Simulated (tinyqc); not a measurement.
Conductance of a narrow metal strip with scatterers (square lattice, Green functions), step by step. Values are carried at full precision from step to step, so a last printed digit may differ when a step is redone from the rounded ones.

A strip of W sites across with hard walls, site energy 0 and hopping -t. Mode n = 1 to W has profile chi_n(j) = sqrt(2/(W + 1)) sin(n j pi/(W + 1)) and energy en = -2t cos(n pi/(W + 1)); E = en - 2t cos(kn a). With z_n = exp(i kn a) (Im k > 0 for closed modes, |z| < 1) each lead gives the self-energy -t z_n in mode n. One column carries the site energies v, here one foreign atom. In the mode basis V_nm = sum_j chi_n(j) v_j chi_m(j), G = (E - en + 2 t z_n - V)^-1, and t_nm = 2t sqrt(sin(kn a) sin(km a)) G_nm in size for open modes. T = sum |t_nm|^2, conductance (2e^2/h) T.

Constants: e^2/h = 3.874045865e-05 S.

Parameters, chosen for this exercise (hopping and spacing of the size met in Cu or Al; the lattice is a model; not measured data): t = 1.6 eV (hopping); a = 2.82 angstrom (spacing); W = 3 (sites across); E = -2.08 eV (Fermi energy); v = (0, 2, 0) eV (site energies in the scattering column).

## Modes at the Fermi energy

For each n: en, cos(kn a) = (en - E)/(2t), z_n and the velocity 2 t a sin(kn a) (zero if closed).

Modes:
```
n  en (eV)  cos(k a)                  z  dE/dk (eV angstrom)
1  -2.2627  -0.05711  -0.05711+0.99837i               9.0093
2   0.0000   0.65000   0.65000+0.75993i               6.8576
3   2.2627   1.35711            0.43964               0.0000
```

2 of 3 modes are open, so the clean strip has a resistance of 6453 ohm, whatever its length.

## The scatterer in the mode basis

Form V_nm.

V (eV), rows n=1, n=2, n=3 and columns alike:
```
[[1.0000, 0, -1.0000],
 [0, 0, 0],
 [-1.0000, 0, 1.0000]]
```

A single site couples every mode that has amplitude on it.

## Green function and transmission

E - en + 2 t z_n = 2t (z_n - cos(kn a)). Invert, form |t_nm|^2 = (2t)^2 Im(z_n) Im(z_m) |G_nm|^2 and sum. The added resistance is 1/(2 (e^2/h) T) less the same for the clean strip.

G (1/eV), rows n=1, n=2, n=3 and columns alike:
```
[[-0.0693-0.2968i, 0.0000, -0.0176-0.0754i],
 [0.0000, -0.4112i, 0.0000],
 [-0.0176-0.0754i, 0.0000, -0.2585-0.0192i]]
```

|t_nm|^2, rows n=1, n=2, n=3 and columns alike:
```
[[0.9483, 0, 0],
 [0, 1.0000, 0],
 [0, 0, 0]]
```

T = 1.9483
added resistance = 171 ohm

Mode 1 passes least (0.948) and mode 2 most (1.000); 0.0 % of the transmitted flux changes mode.

## Checks

- Transmitted plus reflected flux against the number of open modes: both 2.00000.

Run: tinyqc, `OMP_NUM_THREADS=1 python tinyqc.py 1480642 1480643 out.jsonl`; Intel(R) Xeon(R) Processor @ 2.30GHz, one thread, shared host; about 0.01 s of CPU time with all checks.
